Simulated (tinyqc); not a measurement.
Minimum-mode following (dimer method) and harmonic rate on a two-dimensional model surface: one step, computed by the program tinyqc. Command: `OMP_NUM_THREADS=1 python tinyqc.py 3027452 3027453 out.jsonl dimer walk`. One thread of a shared host (Intel(R) Xeon(R) Processor @ 2.30GHz), about 0.01 s of CPU time with the checks.

V(x, y) = h u^2 + t x + (kappa/2)(y + c u)^2 with u = x^2/w^2 - 1; the path runs from the minimum near (-w, 0) to that near (w, 0).

Problem. Dimer step 2. Dimer at R with unit axis N = (cos phi, sin phi) and normal T = (-sin phi, cos phi). Gradients g at R +/- delta N and at R +/- delta T give H N and H T by central differences, (g+ - g-)/(2 delta). With C_N = N.H N, C_T = T.H T and b = T.H N, rotate by theta = (1/2) atan2(-2b, C_T - C_N), the angle of least curvature C = (C_N + C_T)/2 - sqrt((C_N - C_T)^2/4 + b^2). Translate along F = -g + 2 (g.N) N if C < 0, else along F = (g.N) N, with the new axis: R(new) = R + eta F, the move limited to 0.2 angstrom.

Inputs (values chosen for the exercise, for a model surface): height h = 1 eV; half width w = 1.1 angstrom; transverse stiffness kappa = 1.8 eV/angstrom^2; curvature c = 0.87 angstrom; tilt t = 0.18 eV/angstrom; half length delta = 0.02 angstrom; step factor eta = 0.069 angstrom^2/eV.

Surface: curved double well.

R after step 1 (angstrom): [-0.2991732, 0.5337481]

phi after step 1 = 12.68608 degrees

Give: C_N, C_T, b; rotation theta; phi after step 2; least curvature C; gradient g; effective force F; R after step 2.

Solution.

C_N, C_T, b (eV/angstrom^2): [-3.044, 1.903, 0.316]

rotation theta = -3.641 degrees

phi after step 2 = 9.045 degrees

least curvature C = -3.064 eV/angstrom^2

gradient g (eV/angstrom): [1.306, -0.489]

effective force F (eV/angstrom): [1.090, 0.871]

R after step 2 (angstrom): [-0.2240, 0.5938]

The curvature is negative, so the force along the axis is inverted.
